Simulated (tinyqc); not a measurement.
Thresholds of impact ionisation and Auger recombination from band masses: one step. Non-parabolicity raises the threshold. Five cases, with inputs chosen for the exercise.

Task: Give alpha, E_T, E_a = E_T - Eg and k4.

Non-parabolic fast electron: E (1 + alpha E) = c k^2/me with alpha = (1 - me)^2/Eg; the slow carriers stay parabolic, so E_T = Eg + me E_T (1 + alpha E_T)/M, M = 2 me + mh (the root between Eg and 1.9 Eg).

Constants: hbar^2/2m0 = 3.80998211 eV angstrom^2.

Give: alpha; E_T; E_a; k4.

Case 1.

Values chosen (out of a larger set: near those of GaAs, gap at low temperature and not tied to T; not measured data): Eg = 1.488 eV (gap at Gamma to the s-like level); me = 0.0663 m0 (electron mass at Gamma); mh = 0.54 m0 (heavy-hole mass).

Result:

alpha = 0.5859 1/eV
E_T = 1.8763 eV
E_a = 0.3883 eV
k4 = 0.26180 1/angstrom

E_a is 2.39 times the parabolic value, since an electron at E_T above the edge has 1 + alpha E_T = 2.10 times the squared momentum, and E_T itself is 1.14 times higher. In the real crystal the L valleys lie below this energy, so the fast electron may not stay in the Gamma valley.

Case 2.

Values chosen (out of a larger set: near those of InAs, gap at low temperature and not tied to T; not measured data): Eg = 0.41 eV (gap at Gamma to the s-like level); me = 0.0253 m0 (electron mass at Gamma); mh = 0.43 m0 (heavy-hole mass).

Result:

alpha = 2.3172 1/eV
E_T = 0.4600 eV
E_a = 0.0500 eV
k4 = 0.07944 1/angstrom

E_a is 2.20 times the parabolic value, since an electron at E_T above the edge has 1 + alpha E_T = 2.07 times the squared momentum, and E_T itself is 1.06 times higher.

Case 3.

Values chosen (out of a larger set: near those of GaAs, gap at low temperature and not tied to T; not measured data): Eg = 1.512 eV (gap at Gamma to the s-like level); me = 0.0655 m0 (electron mass at Gamma); mh = 0.54 m0 (heavy-hole mass).

Result:

alpha = 0.5776 1/eV
E_T = 1.9015 eV
E_a = 0.3895 eV
k4 = 0.26190 1/angstrom

E_a is 2.38 times the parabolic value, since an electron at E_T above the edge has 1 + alpha E_T = 2.10 times the squared momentum, and E_T itself is 1.13 times higher. In the real crystal the L valleys lie below this energy, so the fast electron may not stay in the Gamma valley.

Case 4.

Values chosen (out of a larger set: near those of GaSb, gap at low temperature and not tied to T; not measured data): Eg = 0.83 eV (gap at Gamma to the s-like level); me = 0.0391 m0 (electron mass at Gamma); mh = 0.32 m0 (heavy-hole mass).

Result:

alpha = 1.1124 1/eV
E_T = 1.0553 eV
E_a = 0.2253 eV
k4 = 0.15344 1/angstrom

E_a is 2.49 times the parabolic value, since an electron at E_T above the edge has 1 + alpha E_T = 2.17 times the squared momentum, and E_T itself is 1.15 times higher. In the real crystal the L valleys lie below this energy, so the fast electron may not stay in the Gamma valley.

Case 5.

Values chosen (out of a larger set: near those of InSb, gap at low temperature and not tied to T; not measured data): Eg = 0.232 eV (gap at Gamma to the s-like level); me = 0.0132 m0 (electron mass at Gamma); mh = 0.4 m0 (heavy-hole mass).

Result:

alpha = 4.1973 1/eV
E_T = 0.2476 eV
E_a = 0.0156 eV
k4 = 0.04183 1/angstrom

E_a is 2.11 times the parabolic value, since an electron at E_T above the edge has 1 + alpha E_T = 2.04 times the squared momentum, and E_T itself is 1.03 times higher.

Computed by tinyqc, one run a case: `OMP_NUM_THREADS=1 python tinyqc.py N N+1 out.jsonl` with N = 1880053, 1880106, 1880202, 1880360, 1880721; one thread of a shared Intel(R) Xeon(R) Processor @ 2.30GHz, about 0.01 s a run at most.
